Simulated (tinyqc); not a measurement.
Inductance and parasitic capacitance from two readings.

Question. A loss-free coil L in parallel with C shows the apparent inductance L/(1 - w^2 L C), w = 2 pi f. Find L, C and the self-resonance 1/(2 pi sqrt(L C)).

apparent inductance at 4.6 and 7.7 GHz (nH): [3.0018281, 5.4764774]

Answer. The inverse of the reading is 1/L - w^2 C, a straight line in w^2.

L = 2.400 nH
C = 100.0 fF
self-resonance = 10.27 GHz

Program tinyqc, `OMP_NUM_THREADS=1 python tinyqc.py 2302197 2302198 out.jsonl`; Intel Xeon 2.30GHz, shared host, one thread, about 0.01 s.
